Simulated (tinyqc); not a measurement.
# Global model of a low-pressure process discharge: electron temperature, density, ion flux and ion energy, step by step

A worked calculation. Computed by tinyqc, a small Python program that keeps every step. Command: `OMP_NUM_THREADS=1 python tinyqc.py 3113361 3113362 out.jsonl plasma walk`. One thread of a shared host (Intel(R) Xeon(R) Processor @ 2.30GHz), about 0.01 s of CPU time with the checks. Intermediate numbers are printed to about 6 digits and carried at full precision; extremes and crossings named in words are read from the listed rows.

Maxwellian electrons with temperature T_e in eV, one positive ion, no negative ions, uniform bulk density n; rate constants have the Arrhenius form.

Inputs (values chosen for the exercise, of the order of those of an inductive discharge in a simple atomic gas):

| quantity | value | unit |
|---|---|---|
| ion mass M | 28 | u |
| ionisation prefactor K0 | 3.9e-14 | m^3/s |
| ionisation energy E_iz | 14.4 | eV |
| excitation prefactor X0 | 9.6e-15 | m^3/s |
| excitation energy E_ex | 9.71 | eV |
| elastic rate constant K_el | 1.5e-13 | m^3/s |
| ion-neutral cross section | 1.1e-18 | m^2 |
| pressure p | 1.1 | Pa |
| gas temperature T_g | 600 | K |
| radius R | 11 | cm |
| height L | 13 | cm |
| absorbed power P | 260 | W |
| bias power P_b | 110 | W |
| radius of the biased electrode | 5 | cm |
| bias frequency | 13.56 | MHz |
| mixing | 0.2 | - |

Constants: k_B = 1.380649e-23 J/K; e = 1.602176634e-19 C; u = 1.6605390666e-27 kg; m_0 = 9.1093837015e-31 kg; eps_0 = 8.8541878128e-12 F/m.

## Geometry factors

n_g = p/(k_B T_g); lambda_i = 1/(n_g sigma); h_L = 0.86/sqrt(3 + L/(2 lambda_i)), h_R = 0.8/sqrt(4 + R/lambda_i); A_eff = 2 pi R^2 h_L + 2 pi R L h_R; d_eff = pi R^2 L/A_eff.

gas density n_g = 1.32788e+20 1/m^3

ion mean free path = 0.684619 cm

h_L = 0.243300

h_R = 0.178585

A_eff = 345.430 cm^2

d_eff = 14.3060 cm

## A fixed-point cycle for T_e

Particle balance: K0 exp(-E_iz/T_e) n_g d_eff = u_B, u_B = sqrt(e T_e/M). Cycle: T_out = T sqrt(loss/creation) with loss/creation = u_B/(K0 exp(-E_iz/T) n_g d_eff); T -> T + mixing (T_out - T), kept between 0.3 and 60 eV, from 3 eV; stop at |T_out - T| < 1e-9 eV or after 60 steps.

Course:

| step | T (eV) | T_out (eV) | residual (eV) |
|---|---|---|---|
| 0 | 3.00000 | 2.17853 | -8.21469e-01 |
| 1 | 2.83571 | 2.33334 | -5.02369e-01 |
| 2 | 2.73523 | 2.44849 | -2.86737e-01 |
| 3 | 2.67788 | 2.52277 | -1.55112e-01 |
| 4 | 2.64686 | 2.56589 | -8.09710e-02 |
| 5 | 2.63067 | 2.58928 | -4.13878e-02 |
| 6 | 2.62239 | 2.60148 | -2.09126e-02 |
| ... | ... | ... | ... |
| 25 | 2.61401 | 2.61401 | -3.90622e-08 |
| 26 | 2.61401 | 2.61401 | -1.94968e-08 |
| 27 | 2.61401 | 2.61401 | -9.73125e-09 |
| 28 | 2.61401 | 2.61401 | -4.85708e-09 |
| 29 | 2.61401 | 2.61401 | -2.42427e-09 |
| 30 | 2.61401 | 2.61401 | -1.21001e-09 |
| 31 | 2.61401 | 2.61401 | -6.03939e-10 |

last residual = 6.03939e-10 eV

Converged in 32 steps.

## Electron temperature

Root found by bracketing.

T_e = 2.61401 eV

Bohm velocity u_B = 3001.27 m/s

K_iz = 1.57990e-16 m^3/s

## Energy per pair and density

E_c = E_iz + (X0 exp(-E_ex/T_e) E_ex + K_el (3 m_0/M) T_e)/K_iz; wall potential V_s = (T_e/2) ln(M/(2 pi m_0)); E_T = E_c + 2 T_e + T_e/2 + V_s; n = P/(e u_B A_eff E_T); ion current density J = e h_L n u_B; ionised share n/n_g.

collisional loss per pair E_c = 28.9216 eV

wall potential V_s = 11.7663 V

E_T = 47.2229 eV

plasma density n = 3.31471e+11 1/cm^3

ion current density J = 3.87795 mA/cm^2

ionised share = 0.00249624

Collisions take 61 % of the power and the walls the rest. T_e came from the particle balance alone; the power sets only n.

## Biased electrode

All bias power goes to ions: V_b = P_b/(J pi r^2). Debye length at the sheath edge lambda_D = sqrt(eps_0 T_e/(e h_L n)); Child-law sheath s = (sqrt2/3) lambda_D (2 V/T_e)^(3/4), V = V_b + V_s; ion transit time tau_i = 3 s sqrt(M/(2 e V)); collisions in the sheath s/lambda_i.

bias voltage V_b = 361.161 V

lambda_D = 42.3232 micrometre

sheath width s = 1.38511 mm

ion transit time = 81.9645 ns

transit time over bias period = 1.11144

s/lambda_i = 0.202318

## Pressure series at fixed power

n_g = p/(k_B T_g), lambda_i = 1/(n_g sigma), K_iz = K0 exp(-E_iz/T_e), h_L = 0.86/sqrt(3 + L/(2 lambda_i)), h_R = 0.8/sqrt(4 + R/lambda_i), A_eff = 2 pi R^2 h_L + 2 pi R L h_R and d_eff = pi R^2 L/A_eff follow p. E_c = E_iz + (X0 exp(-E_ex/T_e) E_ex + K_el (3 m_0/M) T_e)/K_iz; E_T = E_c + (5/2) T_e + (T_e/2) ln(M/(2 pi m_0)); n = P/(e u_B A_eff E_T); J = e h_L n u_B. Pressures without a root below 2 E_iz are left out.

Against pressure:

| p (Pa) | T_e (eV) | E_c (eV) | E_T (eV) | n (1/cm^3) | J (mA/cm^2) |
|---|---|---|---|---|---|
| 0.1 | 7.26196 | 18.9713 | 69.8141 | 7.25754e+10 | 2.54512 |
| 0.2 | 4.81466 | 20.7527 | 54.4614 | 1.27453e+11 | 3.29031 |
| 0.5 | 3.33149 | 24.2250 | 47.5496 | 2.21119e+11 | 3.81664 |
| 1.0 | 2.68487 | 28.2403 | 47.0378 | 3.16516e+11 | 3.88960 |
| 2.0 | 2.23935 | 34.1227 | 49.8009 | 4.34500e+11 | 3.69459 |
| 5.0 | 1.83134 | 46.4245 | 59.2462 | 6.12090e+11 | 3.11851 |
| 10.0 | 1.60845 | 61.3433 | 72.6045 | 7.42517e+11 | 2.54868 |
| 20.0 | 1.43395 | 84.7793 | 94.8187 | 8.45085e+11 | 1.95315 |

T_e falls from 7.26 to 1.43 eV, n changes by a factor 11.6 and J by 0.77; in J = P h_L/(A_eff E_T), E_T changes by a factor 1.36 and is least at 1 Pa, between wall losses at high T_e and excitation losses at low T_e.

Checks made by the program: cycle against bracketing (relative difference below 1e-10).
